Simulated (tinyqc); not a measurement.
# Changing the fraction x of A

Model: two-mode optical phonons of a ternary alloy from two coupled oscillators. Computed by tinyqc, a small Python program. Command: `OMP_NUM_THREADS=1 python tinyqc.py 3019226 3019227 out.jsonl twomode sweep`. One thread of a shared host (Intel(R) Xeon(R) Processor @ 2.30GHz), about 0.01 s of CPU time with the checks.

An alloy A(x)B(1-x)C has an A-C and a B-C bond oscillator. Each TO frequency moves linearly from the impurity mode (dilute end) to the TO of the pure crystal; each strength is proportional to the number of bonds.

Inputs (values chosen for the exercise, modelled on In(x)Ga(1-x)As, with A-C the InAs-like and B-C the GaAs-like bond):
```
quantity                  value  unit
omega_TO of pure AC       216.1  1/cm
omega_LO of pure AC       238.9  1/cm
omega_TO of pure BC       270.4  1/cm
omega_LO of pure BC       294.1  1/cm
eps_inf of AC              12.1     -
eps_inf of BC              10.7     -
impurity mode of A in BC    234  1/cm
impurity mode of B in AC    247  1/cm
electron mass m*           0.18   m_0
```

Constants: e^2/(4 pi eps_0) = 14.39964548 eV angstrom; hbar^2/(2 m_0) = 3.80998212 eV angstrom^2; 1 THz = 33.35640952 1/cm; h x 1 THz = 4.135667696 meV.

Method:
- omega_1 = (impurity mode of A) + x (omega_TO,AC - impurity mode of A); omega_2 = (impurity mode of B) + (1 - x)(omega_TO,BC - impurity mode of B); eps_inf = x eps_AC + (1 - x) eps_BC; strengths W_1 = x eps_AC (omega_LO,AC^2 - omega_TO,AC^2), W_2 = (1 - x) eps_BC (omega_LO,BC^2 - omega_TO,BC^2).
- eps(omega) = eps_inf + W_1/(omega_1^2 - omega^2) + W_2/(omega_2^2 - omega^2) = 0 is the eigenproblem of the matrix [[omega_1^2 + W_1/eps_inf, sqrt(W_1 W_2)/eps_inf], [sqrt(W_1 W_2)/eps_inf, omega_2^2 + W_2/eps_inf]] for omega_LO^2.
- Uncoupled values keep the diagonal alone. eps_s = eps_inf + W_1/omega_1^2 + W_2/omega_2^2.
- The polar coupling of mode j is c_j = (u_j . sqrt(W))^2/(eps_inf^2 omega_j^2), u_j its eigenvector and omega_j here its LO frequency; the c_j add up to 1/eps_inf - 1/eps_s. Froehlich constant alpha_j = (e^2/(4 pi eps_0)) c_j k_j/(2 E_j), E_j = h c omega_j, k_j = sqrt(m* E_j/(hbar^2/(2 m_0))).

One run for each value:
```
fraction x of A  upper LO mode (1/cm)  lower LO mode (1/cm)  share of the upper mode   eps_s  eps_inf
0.072                          291.29                233.77                  0.96658  12.807  10.8008
0.170                          287.43                233.49                  0.92075  13.012  10.9380
0.260                          283.84                233.28                  0.87791  13.201  11.0640
0.360                          279.78                233.12                  0.82884  13.412  11.2040
0.450                          276.04                233.06                  0.78256  13.602  11.3300
0.550                          271.77                233.12                  0.72737  13.815  11.4700
0.640                          267.78                233.31                  0.67226  14.008  11.5960
0.740                          263.10                233.77                  0.60039  14.223  11.7360
0.830                          258.53                234.54                  0.51662  14.418  11.8620
0.930                          252.66                236.19                  0.36200  14.635  12.0020
```

What does the table show, and why?

Over the rows, upper LO mode (1/cm) falls from 291 to 253 (exponent d ln y / d ln x -0.016 between the first rows and -0.20 between the last); lower LO mode (1/cm) goes from 234 through a minimum among these rows, 233 at 0.450, to 236; share of the upper mode falls from 0.967 to 0.362 (exponent d ln y / d ln x -0.057 between the first rows and -3.1 between the last). Both TO lines are straight by construction; the LO lines bend because the splitting depends on the number of bonds and on the coupling of the two oscillators through the field.

Extremes, crossings and ranges named in words are read from the listed rows.
